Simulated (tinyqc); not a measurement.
Switching kinetics of a ferroelectric film and the memory window of a ferroelectric gate stack: one step, computed by the program tinyqc.

Fields in MV/cm; 1 microcoulomb/cm^2 over eps_0 is 11.29409 MV/cm. In the stack (metal, ferroelectric, interlayer, channel) the channel is taken as a conductor.

Problem. Memory window. Saturated branches: P(E) = P_s tanh[(E -/+ E_c)/(2 delta)], delta = E_c/ln[(1 + P_r/P_s)/(1 - P_r/P_s)]; D = P + eps_0 eps_F E. At threshold the channel charge is negligible, so D = 0 on each branch: (1 - s) P(E) + eps_0 eps_F E = 0, with the screened share s. The rising branch has the root E0 between 0 and E_c; window = 2 E0 t_F; its upper bound is 2 E_c t_F.

Inputs (values chosen for the exercise, for a model film):
```
quantity,value,unit
saturation polarisation P_s,31,microcoulomb/cm^2
ratio P_r/P_s,0.73,-
coercive field E_c,1,MV/cm
permittivity of the ferroelectric eps_F,39,-
thickness t_F,20,nm
share s of P screened by trapped charge,0.91,-
```

delta = 0.5383711 MV/cm

Give: field E0; memory window; bound 2 E_c t_F; fixed-charge estimate 2 (1 - s) P_r t_F/(eps_0 eps_F).

Solution.

field E0 = 0.4056 MV/cm

memory window = 1.622 V

bound 2 E_c t_F = 4 V

fixed-charge estimate 2 (1 - s) P_r t_F/(eps_0 eps_F) = 2.359 V

Charge and coercive field both limit the window.
